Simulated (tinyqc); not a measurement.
## Strained alloy layer of InP and GaP on (001) GaAs, model-solid band line-up: gaps, strain and offsets against composition

The layer is x parts of the first compound and 1 - x of the second, grown coherently on the third as substrate and barrier. Rows of the table: lattice constant a, average valence level Ea on an absolute scale, spin-orbit splitting so, gaps at Gamma, X and L, hydrostatic deformation potentials av and ac (Gamma), shear potential b, elastic constants, electron and heavy-hole (along z) masses. All are interpolated linearly in x; gaps get -C x (1 - x), taken wholly in the conduction band; real line-ups can differ from this model by 0.1 eV or more.

In-plane strain e = (a_substrate - a)/a, e_z = -2 (c12/c11) e, volume change 2 e + e_z. With v = 2 e + e_z and d = 2 b (e_z - e): Eav = Ea + av v; E_hh = Eav + so/3 - d/2; E_lh = Eav - so/6 + d/4 + sqrt(so^2 + so d + 9 d^2/4)/2; E_c = Ea + so/3 + EG + ac v (Gamma). Substrate: E_v = Ea + so/3, E_c = E_v + EG. Well depths: dEc = E_c(substrate) - E_c, dEhh = E_hh - E_v(substrate), dElh likewise; strained Gamma gap E_c - max(E_hh, E_lh); positive values confine carriers in the layer. Matthews-Blakeslee for 60-degree dislocations in a single layer: hc = k (ln(hc/bv) + 1), k = bv (1 - nu/4)/(4 pi |e| (1 + nu)), nu = c12/(c11 + c12), bv = a/sqrt(2); the larger root. The valence offset is the larger of dEhh and dElh; a dash marks |e| under 0.02 % or no root.

Inputs (values chosen for the exercise): bowing of the Gamma gap CG = 0.65 eV; bowing of the X gap CX = 0.2 eV; bowing of the L gap CL = 1.03 eV.

Binary compounds, values chosen for the exercise:

|  | close to InP | close to GaP | close to GaAs |
|---|---|---|---|
| a (angstrom) | 5.869 | 5.451 | 5.653 |
| Ea (eV) | -7.04 | -7.4 | -6.92 |
| so (eV) | 0.109 | 0.0805 | 0.343 |
| EG (eV) | 1.36 | 2.8 | 1.44 |
| EX (eV) | 2.18 | 2.27 | 1.9 |
| EL (eV) | 1.91 | 2.59 | 1.69 |
| av (eV) | 1.25 | 1.72 | 1.17 |
| ac (eV) | -5.07 | -7.11 | -7.09 |
| b (eV) | -1.71 | -1.8 | -1.71 |
| c11 (GPa) | 102 | 141 | 119 |
| c12 (GPa) | 55.4 | 61.5 | 53.8 |
| me (m0) | 0.0809 | 0.129 | 0.0666 |
| mh (m0) | 0.524 | 0.328 | 0.345 |

Result of one run:

| e (%) | relaxed Gamma gap (eV) | lower of X and L gaps (eV) | strained Gamma gap (eV) | E_hh - E_lh (meV) | dEc (eV) | valence offset (eV) | hc (nm) |
|---|---|---|---|---|---|---|---|
| 0.32086 | 2.0062 | 2.0370 | 1.9669 | -24.309 | -0.14039 | -0.38653 | 38.2 |

Which fraction of the first compound in the layer x gave this result: 0.25, 0.44, 0.5, 0.56 or 0.62?

x = 0.44.

The whole series:

| x | e (%) | relaxed Gamma gap (eV) | lower of X and L gaps (eV) | strained Gamma gap (eV) | E_hh - E_lh (meV) | dEc (eV) | valence offset (eV) | hc (nm) |
|---|---|---|---|---|---|---|---|---|
| 0.25 | 1.7550 | 2.3181 | 2.2100 | 2.0637 | -157.80 | -0.27720 | -0.34649 | 4.22 |
| 0.31 | 1.2977 | 2.2146 | 2.1589 | 2.0332 | -113.28 | -0.23123 | -0.36198 | 6.41 |
| 0.38 | 0.76936 | 2.0997 | 2.0889 | 1.9982 | -63.452 | -0.18081 | -0.37737 | 12.8 |
| 0.44 | 0.32086 | 2.0062 | 2.0370 | 1.9669 | -24.309 | -0.14039 | -0.38653 | 38.2 |
| 0.5 | -0.12367 | 1.9175 | 1.9925 | 1.9230 | 8.1185 | -0.10257 | -0.38040 | 120 |
| 0.56 | -0.56428 | 1.8334 | 1.9554 | 1.8569 | 30.136 | -0.067380 | -0.34951 | 19.0 |
| 0.62 | -1.0010 | 1.7541 | 1.9257 | 1.7930 | 42.702 | -0.034855 | -0.31817 | 9.11 |
| 0.69 | -1.5057 | 1.6674 | 1.9005 | 1.7213 | 50.839 | -3.1231e-4 | -0.28102 | 5.24 |
| 0.75 | -1.9343 | 1.5981 | 1.8869 | 1.6623 | 55.223 | 0.026347 | -0.24868 | 3.67 |

The relaxed Gamma gap falls from 2.32 to 1.60 eV and the strained one falls from 2.06 to 1.66 eV. The lattice matches the substrate at x = 0.483; the heavy hole is on top where the layer is compressed (e < 0) and the light hole where it is stretched. The relaxed alloy turns direct at x = 0.396. dEc rises from -0.277 to 0.0263 eV and the valence offset goes from -0.346 through a minimum of -0.387 (at x = 0.44 among the rows listed) to -0.249 eV. At the largest strain listed, -1.93 %, strain changes the gap by 64.2 meV. For x = 0.25, 0.31, 0.38 the lowest conduction valley of the relaxed alloy is X or L, so the gap and dEc listed hold for Gamma only.

Numbers from tinyqc (`OMP_NUM_THREADS=1 python tinyqc.py 2690007 2690008 out.jsonl`; about 0.01 s on one thread of a shared Intel Xeon 2.30GHz).
